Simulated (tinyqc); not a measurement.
Potential-pH (Pourbaix) lines of a metal, its cation, its oxide and an oxyanion, with a complexing ligand: one step, computed by the program tinyqc. Command: `OMP_NUM_THREADS=1 python tinyqc.py 3010836 3010837 out.jsonl pourb walk`. One thread of a shared host (Intel(R) Xeon(R) Processor @ 2.30GHz), about 0.02 s of CPU time with the checks.

Potentials are against the standard hydrogen electrode; solids and water have unit activity; dG_f of M, H+ and the electron is zero; F = e N_A and s = R T ln(10)/F. The cation carries z = 2.

Task: Standard potentials. M2+ + 2e = M; MO + 2H+ + 2e = M + H2O; MO2(2-) + 4H+ + 2e = M + 2H2O. For each, E0 = -dG/(z F), and E = E0 + (s/z) log10 a - (s n_H/z) pH, with no activity term for the oxide.

Inputs (values chosen for the exercise, modelled on nickel): dG_f of the cation = -44.73 kJ/mol; dG_f of the oxide = -211.27 kJ/mol; dG_f of the oxyanion = -280.17 kJ/mol; dG_f of water = -237.14 kJ/mol; temperature T = 298.15 K.

Species: M, M2+, MO, MO2(2-).

Constants: R = 8.314462618 J/(mol K); e = 1.602176634e-19 C; N_A = 6.02214076e+23 1/mol.

Give: s; E0.

Result:

s = 0.05916 V

E0 (V): cation -0.232, oxide 0.134, oxyanion 1.006

The metal is less noble than hydrogen.
